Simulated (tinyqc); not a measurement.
Inside a calculation. Model: stacked nanosheet transistor, parasitic resistance, capacitance and delay.

Computed by the program tinyqc: `OMP_NUM_THREADS=1 python tinyqc.py 2170047 2170048 out.jsonl`, one thread of a shared Intel Xeon 2.30GHz, about 0.07 s for the whole run. Printed values are rounded.

Ns sheets share one contact on top; each has perimeter p = 2 (Ws + ts) and cross-section A = Ws ts; contact width Wc = Ws + 10 nm, stack height Hs = Ns pv. Sheet 1 is the top one. Contact length Lc = CPP - Lg - 2 Lsp, shared by two neighbouring gates. Source and drain sides are equal. The formulas are first-order estimates, not field solutions.

Values chosen for this exercise; values close to those of silicon logic devices:
- T = 300 K (temperature)
- Ns = 4 (number of sheets)
- Ws = 30 nm (sheet width)
- ts = 6 nm (sheet thickness)
- pv = 16 nm (vertical pitch of the sheets)
- rv = 95 ohm (vertical resistance between sheet levels)
- CPP = 70 nm (contacted gate pitch)
- Lg = 18 nm (gate length)
- Lsp = 7 nm (spacer length)
- ks = 3.3 (relative permittivity of the spacer)
- Hc = 30 nm (gate height above the channel stack)
- rc = 1.2e-9 ohm cm^2 (contact resistivity)
- re = 0.00052 ohm cm (resistivity of the source-drain epitaxy)
- te = 20 nm (current-carrying depth of the epitaxy)
- rx = 0.00079 ohm cm (resistivity of the extension)
- Lov = 1 nm (gate overlap)
- Cinv = 2.3 uF/cm^2 (inversion capacitance)
- vx = 9.5e6 cm/s (injection velocity)
- mu = 160 cm^2/(V s) (apparent mobility)
- VT = 0.21 V (threshold at zero drain voltage)
- dl = 0.051 V/V (barrier lowering)
- n = 1.09 (subthreshold factor)
- Cw = 0.15 fF (wire load)
- Vdd = 0.7 V (supply voltage)

Constants: q = 1.602176634e-19 C, kB = 1.380649e-23 J/K, eps0 = 8.8541878128e-12 F/m, Vt = kB T/q. Results are converted to the units shown.

## Geometry and resistances

Epitaxy sheet resistance Rsh = re/te, transfer length LT = sqrt(rc/Rsh), contact Rc = [sqrt(rc Rsh)/Wc] coth(Lc/(2 LT)); extension of one sheet Rx = rx Lsp/A. Effective width N p; for equal currents and rv = 0 one side has Rc + Rx/N.

Lc = 38 nm
effective width = 288 nm
Rsh = 260 ohm
LT = 21.4834 nm
Rc = 197.063 ohm
Rx = 307.222 ohm
one side times effective width = 78.8742 ohm um

Lc/2 is 0.88 transfer lengths, and Rc is 25 % above the area limit rc/(Wc Lc/2). The contact makes up 72.0 % of one side.

## Capacitances

With N sheets: gate Cg = Cinv p N Lg; per side, plate Cp = ks eps0 [Wc (Hs + Hc) - N A]/Lsp, top fringe Cf = (2/pi) ks eps0 Wc ln(1 + Lg/(2 Lsp)), overlap Co = Cinv p N Lov. Cs = Cp + Cf + Co. An inverter of two such devices driving an equal one has the load CL = 2 (Cg + 2 Cs) + 4 Cs + Cw (its own drains counted twice for the Miller effect).

Cg = 119.232 aF
Cp = 12.6893 aF
Cf = 0.615091 aF
Co = 6.624 aF
CL = 547.891 aF

The channel capacitance gives 43.5 % of CL, the parasitic parts 29.1 % and the wire 27.4 %.

## Iteration 1: sheet currents at Vgs = Vdd, Vds = Vdd/2

I at the start (uA): sheet 1 0, sheet 2 0, sheet 3 0, sheet 4 0

One sheet: I = p Q vx u/(1 + |u|^1.8)^(1/1.8), Q = Cinv n Vt ln(1 + exp((Vg' - VT + dl Vd')/(n Vt))), u = Vd' mu/(vx Lg), Vg' = Vgs - v, Vd' = Vds - 2 v, with the drop on each side v_j = Rc sum I + rv (sum over levels k = 2..j of the current of sheets k..Ns) + Rx I_j. I(new) = I(out).

drop v (mV): sheet 1 0, sheet 2 0, sheet 3 0, sheet 4 0
I(out) (uA): sheet 1 75.0865, sheet 2 75.0865, sheet 3 75.0865, sheet 4 75.0865
I after iteration 1 (uA): sheet 1 75.0865, sheet 2 75.0865, sheet 3 75.0865, sheet 4 75.0865

## Iteration 2: sheet currents at Vgs = Vdd, Vds = Vdd/2

As before.

drop v (mV): sheet 1 82.2554, sheet 2 103.655, sheet 3 117.921, sheet 4 125.055
I(out) (uA): sheet 1 55.0880, sheet 2 47.7872, sheet 3 41.7649, sheet 4 38.2535
I after iteration 2 (uA): sheet 1 55.0880, sheet 2 47.7872, sheet 3 41.7649, sheet 4 38.2535

## Course of the iteration: sheet currents at Vgs = Vdd, Vds = Vdd/2

Stop when the largest change of I is below 1e-6 uA, or after 80 iterations.

Course of the iteration:
```
iteration  total I (uA)  largest |change| of one entry (uA)
1               300.346                                75.1
2               182.894                                36.8
3               241.102                                20.1
4               215.254                                8.82
5               227.354                                4.18
6               221.826                                1.90
7               224.380                               0.881
8               223.206                               0.405
9               223.747                               0.186
...                 ...                                 ...
17              223.577                             3.76e-4
18              223.576                             1.73e-4
19              223.577                             7.97e-5
20              223.577                             3.67e-5
21              223.577                             1.69e-5
22              223.577                             7.78e-6
23              223.577                             3.58e-6
24              223.577                             1.65e-6
25              223.577                             7.59e-7
```

Converged in 25 iterations. At the end each change is about 0.46 times the one before: linear convergence. The bottom sheet carries 86.4 % of the current of the top one.

## Effective current, delay and energy

IH = I(Vdd, Vdd/2) = 223.577 uA
IL = I(Vdd/2, Vdd), solved likewise = 87.2655 uA

Ieff = (IH + IL)/2, delay CL Vdd/(2 Ieff), energy CL Vdd^2, with CL the load of an inverter that drives an equal one.

Ieff = 155.421 uA
delay = 1.23382 ps
energy = 268.467 aJ

Without any series resistance Ieff would be 204 uA, so the resistances cost 24.0 %.
